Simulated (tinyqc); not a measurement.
From results back to parameters: heavy doping: gap narrowing, degeneracy and the minority density. Two cases, with inputs chosen for the exercise.

Problem. The minority density was computed from a hidden true narrowing dEg.

F_j(eta) = (1/Gamma(j + 1)) integral_0^infinity x^j dx/(1 + exp(x - eta)), which tends to exp(eta) for eta << 0.

Majority: N = Nv F_1/2(eta), eta the distance of EF beyond the majority band edge in kT. Degeneracy factor gam = F_1/2(eta)/exp(eta). ni0^2 = Nc Nv exp(-Eg/kT); product n p = ni0^2 gam exp(dEg/kT), dEg the true narrowing; apparent narrowing dEa = dEg + kT ln gam; minority density = n p/N.

Constants: kB = 8.617333262e-05 eV/K.

Case 1.

Values chosen (gap and densities of states near those of Ge at this temperature; narrowing constants of the size fitted for Si, not for this material; not measured data):
- N = 5.6e+17 1/cm^3 (ionised acceptors, equal to the majority density)
- Eg = 0.681 eV (gap)
- Nc = 7.72e+18 1/cm^3 (conduction-band density of states)
- Nv = 3.71e+18 1/cm^3 (valence-band density of states)
- T = 250 K

minority density = 4.77116e+06 1/cm^3

Case 2.

Values chosen (gap and densities of states near those of Si at this temperature; narrowing constants near the fits for Si; not measured data):
- N = 1.7e+19 1/cm^3 (ionised acceptors, equal to the majority density)
- Eg = 1.105 eV (gap)
- Nc = 2.69e+19 1/cm^3 (conduction-band density of states)
- Nv = 1.19e+19 1/cm^3 (valence-band density of states)
- T = 300 K

minority density = 31.0578 1/cm^3

Find: dEa; gam; dEg.

Solution. dEa = kT ln(minority x N/ni0^2); gam follows from N alone, and dEg = dEa - kT ln gam.

Case 1.

dEa = 34.63 meV
gam = 0.9481
dEg = 35.78 meV

Case 2.

dEa = 46.46 meV
gam = 0.6093
dEg = 59.27 meV

Computed by tinyqc, one run a case: `OMP_NUM_THREADS=1 python tinyqc.py N N+1 out.jsonl` with N = 1651116, 1651142; one thread of a shared Intel(R) Xeon(R) Processor @ 2.30GHz, about 0.02 s a run at most.
